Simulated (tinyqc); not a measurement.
Length of a polyene: Hueckel, PPP and singles CI along the polyenes. Computed by the program tinyqc. Command: `OMP_NUM_THREADS=1 python tinyqc.py 110611 110612 out.jsonl`; one thread of a shared host (Intel(R) Xeon(R) Processor @ 2.60GHz), about 0.07 s.

All-trans chains of carbon centres 1.40 angstrom apart:

| parameter | value |
|---|---|
| beta (eV), times 1 +/- alternation | -2.700000 |
| alternation | 0.060000 |
| W (eV) | 11.160000 |
| gamma_rr (eV) | 9.600000 |
| repulsion formula | Ohno |

Hueckel uses the same beta without repulsion; CIS keeps all single excitations and so misses the low, doubly excited 2Ag state. W is the valence ionisation energy of a centre, MN the Mataga-Nishimoto formula, f the oscillator strength.

Gaps and excitations (eV):

| centres | Hueckel gap | PPP orbital gap | bright singlet (CIS) | f | lowest triplet (CIS) |
|---|---|---|---|---|---|
| 2 | 5.7240 | 12.7421 | 7.0149 | 0.6014 | 4.4331 |
| 4 | 3.7234 | 9.9787 | 5.4192 | 1.1326 | 3.1097 |
| 6 | 2.8110 | 8.5841 | 4.5163 | 1.6026 | 2.4781 |
| 8 | 2.2948 | 7.7518 | 3.9410 | 2.0277 | 2.1350 |
| 10 | 1.9645 | 7.2057 | 3.5454 | 2.4146 | 1.9290 |
| 12 | 1.7356 | 6.8250 | 3.2601 | 2.7725 | 1.7963 |

The Hueckel gap tends to 4 x alternation x |beta| = 0.65 eV for long chains. Exchange opens the PPP orbital gap, and the attraction of electron and hole brings the bright state 3.56 eV below it at 12 centres; the triplet lies 1.46 eV lower still.
